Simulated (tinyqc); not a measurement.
# Energy and delay of logic against supply voltage, step by step

tinyqc, about 0.01 s, one thread, Intel Xeon 2.30GHz (shared host): `OMP_NUM_THREADS=1 python tinyqc.py 2082205 2082206 out.jsonl` Printed values are rounded.

One expression serves below and above threshold: I(Vg) = Ik [ln(1 + exp((Vg - VT + dd V)/(al nf Vt)))]^al, with I_on = I(V) and I_off = I(0). Gate delay td = kd C V/I_on, clock period LD td. Per gate and cycle the switching energy is act C V^2 and the leakage energy I_off V LD td. No short-circuit current, no variation. Minima are sought above 0.09 V; below a few Vt gates no longer switch and the model has no meaning.

Inputs (values chosen for the exercise); values of the order met in logic technologies:
- T = 300 K (temperature)
- VT = 0.33 V (threshold voltage at zero drain bias)
- nf = 1.18 (slope factor)
- dd = 0.1 (barrier lowering per volt of supply)
- Ik = 2 uA (specific current of a gate)
- al = 1.24 (exponent of the current law)
- C = 2 fF (load capacitance of a gate)
- kd = 1.2 (delay factor)
- LD = 40 (logic depth)
- act = 0.3 (activity factor)
- V = 0.55 V (supply voltage)

Constants: q = 1.602176634e-19 C, kB = 1.380649e-23 J/K, Vt = kB T/q. Results are converted to the units shown.

## Currents, delay and energies

I_on, I_off, td, clock frequency 1/(LD td), both energies and their sum.

I_on = 23.40910 uA
I_off = 0.2430864 nA
td = 56.38832 ps
clock frequency = 0.4433542 GHz
switching energy = 181.5 aJ
leakage energy = 0.3015592 aJ
energy = 181.8016 aJ

I_on/I_off = 96300; leakage makes up 0.166 % of the energy.

## Starting value

V = 0.24 V.

V at the start = 0.24 V

## Iteration 1: new V

Minimum-energy supply: E(V) is the energy per gate and cycle; with h = 0.001 V, E' = (E(V + h) - E(V - h))/(2 h), E'' = (E(V - h) - 2 E(V) + E(V + h))/h^2, V(new) = V - E'/E''.

E' = 237.1670 aJ/V
E'' = 2385.621 aJ/V^2
V after iteration 1 = 0.1405848 V

## Iteration 2: new V

As before.

E' = -180.9307 aJ/V
E'' = 5796.968 aJ/V^2
V after iteration 2 = 0.1717961 V

## Course of the iteration

Stop when the step is below 1e-9 V, or after 40 iterations.

Course of the iteration:
```
iteration  V before the step (V)  step (V)
1                           0.24   -0.0994
2                      0.1405848    0.0312
3                      0.1717961   1.43e-3
4                      0.1732257   9.15e-6
5                      0.1732349  4.41e-10
```

Converged in 5 iterations. There leakage makes up 35.7 % of the energy and the clock runs at 1.23 MHz.
